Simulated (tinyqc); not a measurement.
Keating valence-force model of a tetrahedral crystal. Inputs raised by 5 %, one at a time. Computed by tinyqc, a small Python program. Command: `OMP_NUM_THREADS=1 python tinyqc.py 3008504 3008505 out.jsonl keating sens`. One thread of a shared host (Intel(R) Xeon(R) Processor @ 2.30GHz), about 0.06 s of CPU time with the checks.

Atom A sits at 0 and atom B at a/4 (1,1,1) of an fcc lattice; the four bonds from A are t = a/4 (1,1,1), a/4 (1,-1,-1), a/4 (-1,1,-1), a/4 (-1,-1,1), of length d = sqrt(3) a/4. Energy: E = (3 alpha/(8 d^2)) sum over bonds (r.r - d^2)^2 + (3 beta/(8 d^2)) sum over pairs of bonds at one atom (r_i.r_j + d^2/3)^2, with beta_A for the six pairs at A and beta_B for the six at B. The cell holds two atoms, Omega = a^3/4. 1 N/m = 1 J/m^2. With constants fitted to the elastic moduli this model puts optical and zone-boundary frequencies of real crystals too high, by up to about 20 % in elemental crystals and up to about 50 % in compounds, and mostly by more for TA modes; in compounds the lattice part of the static dielectric constant then comes out too low.

Inputs (values chosen for the exercise, modelled on zinc sulfide):

| quantity | value | unit |
|---|---|---|
| lattice constant a | 5.41 | angstrom |
| mass M_A | 65.38 | u |
| mass M_B | 32.06 | u |
| bond stretching alpha | 43.6 | N/m |
| bond bending beta_A | 4.94 | N/m |
| bond bending beta_B | 4.94 | N/m |
| Born charge Z* | 2.06 | e |
| eps_inf | 5.25 | - |
| mesh divisions n | 4 | - |
| temperature T | 200 | K |

Structure: zinc blende.

Constants: nu for 1 eV/(angstrom^2 u) = 15.6333042 THz; 1 eV/angstrom^2 = 16.02176634 J/m^2; 1 THz = 33.35640952 1/cm; e^2/(4 pi eps_0) = 14.39964548 eV angstrom; h x 1 THz = 4.135667696 meV; k_B = 8.617333262e-05 eV/K.

Method:
- beta = (beta_A + beta_B)/2; C11 = (alpha + 3 beta)/a, C12 = (alpha - beta)/a, C44 = 4 alpha beta/(a (alpha + beta)); with the two sublattices clamped C44(0) = (alpha + beta)/a; internal-strain parameter zeta = (alpha - beta)/(alpha + beta); B = (C11 + 2 C12)/3.
- beta = (beta_A + beta_B)/2; mu = M_A M_B/(M_A + M_B); lambda = 4 (alpha + beta)/mu with the springs in eV/angstrom^2; nu = 15.6333042 THz x sqrt(lambda).
- The long-range field adds 4 pi Z*^2 (e^2/(4 pi eps_0))/(eps_inf Omega mu) to lambda for the longitudinal mode at q -> 0; lambda = (nu/15.6333042 THz)^2; eps_0 = eps_inf (nu_LO/nu_TO)^2 (Lyddane-Sachs-Teller; here eps_0 is the static dielectric constant).
- With displacements u exp(i q.r), each bracket changes by g.u, where g = (g_A, g_B): bond t, g = (-2 t, 2 t exp(i q.t)); pair (i, j) at A, g = (-(t_i + t_j), t_i exp(i q.t_j) + t_j exp(i q.t_i)); pair at B, g = (-t_i exp(-i q.t_j) - t_j exp(-i q.t_i), t_i + t_j). Then D_mn = sum over the 4 bonds and 12 pairs of (4 k/a^2) conj(g_m) g_n / sqrt(M_m M_n), with k = alpha or beta converted to eV/angstrom^2. Only the short-range forces enter; the Coulomb field of the charges is left out.
- An eigenvalue lambda of D in eV/(angstrom^2 u) gives nu = 15.6333042 THz x sqrt(lambda).
- Mesh: q = sum_i (m_i + 1/2)/n b_i, m_i = 0..n-1, with b = [[-1, 1, 1], [1, -1, 1], [1, 1, -1]] in 2 pi/a; sums over the six modes are averaged over the n^3 points and halved, per atom.
- With x = h nu/(k_B T) and n = 1/(exp(x) - 1) for each mode: F = k_B T [x/2 + ln(1 - exp(-x))], U = k_B T x (n + 1/2), S/k_B = x n - ln(1 - exp(-x)), C/k_B = x^2 n (n + 1).
- The acoustic share counts the three lowest modes at each q; zero-point energy = sum h nu/2.

Runs:

| input moved | from | to | C11 (GPa) | internal-strain parameter zeta | nu_LO at G (THz) | zero-point energy (meV/atom) |
|---|---|---|---|---|---|---|
| base run | - | - | 107.99 | 0.79646 | 13.404 | 46.541 |
| lattice constant a (angstrom) | 5.41 | 5.6805 | 102.84 | 0.79646 | 13.189 | 46.541 |
| mass M_A (u) | 65.38 | 68.649 | 107.99 | 0.79646 | 13.298 | 46.102 |
| mass M_B (u) | 32.06 | 33.663 | 107.99 | 0.79646 | 13.188 | 45.860 |
| bond stretching alpha (N/m) | 43.6 | 45.78 | 112.01 | 0.80521 | 13.633 | 47.451 |
| bond bending beta_A (N/m) | 4.94 | 5.187 | 108.67 | 0.79190 | 13.417 | 46.665 |
| eps_inf | 5.25 | 5.5125 | 107.99 | 0.79646 | 13.329 | 46.541 |
| temperature T (K) | 200 | 210 | 107.99 | 0.79646 | 13.404 | 46.541 |

Exponents ln(y'/y) / ln(x'/x):

| input | C11 | internal-strain parameter zeta | nu_LO at G | zero-point energy |
|---|---|---|---|---|
| lattice constant a | -1.000 | 0.000 | -0.331 | 0.000 |
| mass M_A | 0.000 | 0.000 | -0.162 | -0.194 |
| mass M_B | 0.000 | 0.000 | -0.333 | -0.302 |
| bond stretching alpha | 0.751 | 0.224 | 0.347 | 0.397 |
| bond bending beta_A | 0.130 | -0.118 | 0.020 | 0.055 |
| eps_inf | 0.000 | 0.000 | -0.115 | 0.000 |
| temperature T | 0.000 | 0.000 | 0.000 | 0.000 |

To which inputs is each result most sensitive?

Among the inputs moved here: C11 answers most in size to lattice constant a (exponent -1.000), next to bond stretching alpha (+0.751); its exponent is below 0.0005 for mass M_A, mass M_B, eps_inf, temperature T. Its exponent -1.000 in lattice constant a: at fixed alpha and beta every C scales as 1/a. Internal-strain parameter zeta answers most in size to bond stretching alpha (exponent +0.224), next to bond bending beta_A (-0.118); its exponent is below 0.0005 for lattice constant a, mass M_A, mass M_B, eps_inf, temperature T. nu_LO at G answers most in size to bond stretching alpha (exponent +0.347), next to mass M_B (-0.333); its exponent is below 0.0005 for temperature T. zero-point energy answers most in size to bond stretching alpha (exponent +0.397), next to mass M_B (-0.302); its exponent is below 0.0005 for lattice constant a, eps_inf, temperature T.
